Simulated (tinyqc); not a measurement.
Long-channel MOSFET, surface-potential model: effect of the insulator thickness.

n-channel transistor on a uniformly doped p-type body, gradual-channel approximation, constant mobility, Boltzmann statistics, full ionisation. Potentials are counted from the neutral body; V is the electron quasi-Fermi potential, Vsb at the source and Vsb + Vds at the drain. Charges are magnitudes per area.

ni = sqrt(Nc Nv) exp(-Eg/(2 Vt)), Eg in volts; phiF = Vt ln(Na/ni); Cox = eps0 eox/tox; gamma = sqrt(2 q eps0 eps_r Na)/Cox. The surface potential psi at channel potential V solves Vgs + Vsb - Vfb - psi = gamma sqrt(G), G = psi - Vt + Vt exp((psi - 2 phiF - V)/Vt). Charge sheet: Qi = Cox gamma [sqrt(G) - sqrt(psi - Vt)]; I = mu (W/L) [integral of Qi dpsi from psi_0 to psi_L (drift) + Vt (Qi0 - QiL) (diffusion)], with psi_0 at V = Vsb and psi_L at V = Vsb + Vds. VT = Vfb + 2 phiF + gamma sqrt(2 phiF + Vsb), m = 1 + gamma/(2 sqrt(2 phiF + Vsb)). The swing is 20 mV/log10[I(VT - 0.14 V)/I(VT - 0.16 V)] of the charge-sheet current at the given Vds.

Values chosen for this exercise; material values close to those of silicon:
- T = 350 K (temperature)
- Eg = 1.11 eV (band gap)
- eps_r = 11.6 (relative permittivity of the semiconductor)
- Nc = 3.48e19 cm^-3 (conduction-band density of states at T)
- Nv = 3.36e19 cm^-3 (valence-band density of states at T)
- Na = 1.9e18 cm^-3 (acceptor density of the body)
- eox = 7.41 (relative permittivity of the gate insulator)
- Vfb = -0.42 V (flat-band voltage)
- mu = 630 cm^2/(V s) (channel mobility)
- W = 2 um (gate width)
- L = 5 um (gate length)
- Vsb = 0.5 V (source-body reverse bias)
- Vgs = 1.78 V (gate-source voltage)
- Vds = 1.2 V (drain-source voltage)

Constants: q = 1.602176634e-19 C, kB = 1.380649e-23 J/K, Vt = kB T/q, eps0 = 8.8541878128e-14 F/cm where lengths are in cm. Results are converted to the units shown.

Result of one run:
```
tox (nm)  gamma (V^0.5)  VT (V)      m  swing (mV/decade)  I at Vgs, Vds (uA)
4.4              0.5303   1.151  1.221              86.86               39.30
```

What becomes of these results when the insulator thickness tox is changed from 4.4 to 7.9 nm, all else the same?

Result of the changed run:
```
tox (nm)  gamma (V^0.5)  VT (V)      m  swing (mV/decade)  I at Vgs, Vds (uA)
7.9              0.9522   1.657  1.397              100.1              0.7063
```

The whole series:
```
tox (nm)  gamma (V^0.5)  VT (V)      m  swing (mV/decade)  I at Vgs, Vds (uA)
2.4              0.2893  0.8623  1.121              79.34               175.3
3.2              0.3857  0.9778  1.161              82.35               95.98
4.4              0.5303   1.151  1.221              86.86               39.30
5.9              0.7111   1.368  1.297              92.51               10.94
7.9              0.9522   1.657  1.397              100.1              0.7063
11                1.326   2.104  1.553              112.0            1.299e-4
```

As tox goes from 2.4 to 11 nm, VT rises from 0.862 to 2.10 V, the swing rises from 79.3 to 112 mV a decade and the current falls from 175 to 1.30e-4 uA. The swing is 1.9 % above m Vt ln 10 in the first row and 3.8 % above it in the last. The gate voltage is below VT in 1 of the 6 rows. For tox = 2.4 to 7.9 nm the surface electron density at the source passes 0.3 Nc, where degeneracy and quantisation, left out here, matter.

tinyqc, about 0.03 s, one thread, Intel Xeon 2.30GHz (shared host): `OMP_NUM_THREADS=1 python tinyqc.py 2360098 2360099 out.jsonl`
